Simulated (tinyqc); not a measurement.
Length of a molecular wire: coherent transport through a tight-binding bridge. Computed by the program tinyqc. T = Gamma_L Gamma_R |G_1n|^2 with the self-energies of semi-infinite chains.

A uniform bridge between two chains:
```
parameter                        value
site energy (eV)              1.400000
hopping in the bridge (eV)    0.410000
lead hopping (eV)             2.440000
couplings (eV)              0.66, 0.78
E (eV)                        0.110000
```

Transmission against length:
```
sites           T     ln T
2      1.2211e-02   -4.405
3      1.5706e-03   -6.456
4      2.0210e-04   -8.507
5      2.6008e-05  -10.557
6      3.3468e-06  -12.607
7      4.3069e-07  -14.658
8      5.5425e-08  -16.708
9      7.1325e-09  -18.759
10     9.1786e-10  -20.809
```

What does the comparison show, and why?

E lies outside the band of the bridge (|E - e|/2h = 1.573 > 1), so T decays as exp(-beta n) with beta = 2 arccosh(1.573) = 2.0504 a site; the last two rows give 2.0504.
